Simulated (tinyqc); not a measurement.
# Changing the unstable fault energy gamma_us

Model: straight dislocations in isotropic elasticity: fields, energies, partials, Peierls stress and walls. Computed by tinyqc, a small Python program. Command: `OMP_NUM_THREADS=1 python tinyqc.py 3010034 3010035 out.jsonl disloc sweep`. One thread of a shared host (Intel(R) Xeon(R) Processor @ 2.30GHz), about 0.01 s of CPU time with the checks.

The line runs along z, the glide plane is y = 0, and beta is the angle between b and the line (0 screw, 90 degrees edge): b_e = b sin(beta) along +x with the extra half plane at y > 0, b_s = b cos(beta). Stress is positive in tension.

Inputs (values chosen for the exercise, for a model fcc or diamond crystal): shear modulus G = 33.2 GPa; Poisson ratio nu = 0.381; Burgers vector b = 3.065 angstrom; dislocation density rho = 4e+10 1/m^2; core radius r0/b = 0.5.

Character: 30-degree.

Constants: 1 eV/angstrom^3 = 160.2176634 GPa.

Method:
- Energy factor K = G [cos^2(beta) + sin^2(beta)/(1 - nu)].
- E = K b^2/(4 pi) ln(R/r0) with R = 1/(2 sqrt(rho)); tension T = E + d^2E/d(beta)^2 = G b^2 [1 + nu - 3 nu sin^2(beta)]/(4 pi (1 - nu)) ln(R/r0). The core energy is taken into r0.
- Misfit energy gamma(u) = (gamma_us/2)(1 - cos(2 pi u/b)), so the largest restoring stress is tau_max = pi gamma_us/b; u(x) = b/2 + (b/pi) arctan(x/zeta), zeta = K b/(4 pi tau_max). Summing the misfit energy over atomic rows a' apart gives, for a wide core, W_P = (K b^2/pi) exp(-2 pi zeta/a') and sigma_P = (K b/a') exp(-2 pi zeta/a'); a' = b/2 for edge and 30-degree lines, b sqrt(3)/2 for screw and 60-degree lines.

One run for each value; columns: (1) unstable fault energy gamma_us (mJ/m^2); (2) half width zeta (angstrom); (3) Peierls stress sigma_P (MPa); (4) Peierls barrier W_P (meV/nm); (5) tau_max (GPa):
```
(1)    (2)        (3)        (4)    (5)
98   9.302  2.096e-12  1.956e-13  1.004
123  7.411  4.874e-09  4.548e-10  1.261
155  5.881  2.584e-06  2.411e-07  1.589
195  4.675  3.634e-04  3.391e-05  1.999
245  3.721  1.816e-02  1.695e-03  2.511
308  2.960  4.114e-01  3.840e-02  3.157
387  2.356  4.899e+00  4.572e-01  3.967
487  1.872  3.559e+01  3.321e+00  4.992
612  1.490  1.706e+02  1.592e+01  6.273
```

Over the rows, half width zeta (angstrom) falls from 9.30 to 1.49 (exponent d ln y / d ln x about -1.00 throughout); Peierls stress sigma_P (MPa) rises from 2.10e-12 to 171 (exponent d ln y / d ln x 34 between the first rows and 6.9 between the last); Peierls barrier W_P (meV/nm) rises from 1.96e-13 to 15.9 (exponent d ln y / d ln x 34 between the first rows and 6.9 between the last). The exponent of half width zeta stays at -1: a stiffer glide plane narrows the core. sigma_P spans 13.9 decades while gamma_us changes by a factor 6.2: the width sits in an exponent. Stiff directional bonds give narrow cores and hard crystals.

Caution (rows 98.0, 123, 155, 195): so small a Peierls stress means only that the model finds negligible lattice resistance; its value is not a prediction.

Extremes, crossings and ranges named in words are read from the listed rows.
